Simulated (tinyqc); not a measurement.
Minority-electron transport through the base of a bipolar transistor (Moll-Ross and Kroemer integrals): one step, computed by the program tinyqc.

Low injection, one dimension, x from the emitter edge (0) to the collector edge (W), s = x/W. Recombination is treated as a small correction (valid for tau_B well below tau_n), computed from the stored charge.

Question. Profile and built-in field. N(x) = N_0; n_i(x)^2 = n_i^2 exp(s dE_g/k_B T); D(x) = (k_B T/e) mu, mu = mu_min + (mu_max - mu_min)/(1 + (N/N_ref)^0.7). Field that drives electrons towards the collector, averaged over the base: (k_B T/e) ln[N_0 n_i(W)^2/(N(W) n_i^2)]/W.

Inputs (values chosen for the exercise, modelled on SiGe):
```
quantity                               value        unit
base doping at the emitter edge N_0  4.8e+19      1/cm^3
base width W                             280          nm
mu_min                                   190  cm^2/(V s)
mu_max                                  1050  cm^2/(V s)
N_ref                                2.7e+17      1/cm^3
temperature T                            300           K
gap narrowing across the base dE_g        76         meV
```

Base doping profile: uniform. Gap grading: linear. Exit of the base: infinite sink.

Constants: k_B = 8.617333262e-05 eV/K.

Give: Across the base; drift factor eta (potential drop in k_B T/e); mean built-in field.

Answer.

Across the base:
```
s    N (1/cm^3)  n_i(x)^2/n_i^2  D (cm^2/s)  y (s/cm^5)
0.0    4.80e+19           1.000      5.4882  8.7460e+18
0.2    4.80e+19           1.800      5.4882  4.8580e+18
0.4    4.80e+19           3.241      5.4882  2.6984e+18
0.6    4.80e+19           5.835      5.4882  1.4989e+18
0.8    4.80e+19          10.505      5.4882  8.3256e+17
1.0    4.80e+19          18.912      5.4882  4.6245e+17
```

drift factor eta (potential drop in k_B T/e) = 2.9398

mean built-in field = 2.7143 kV/cm
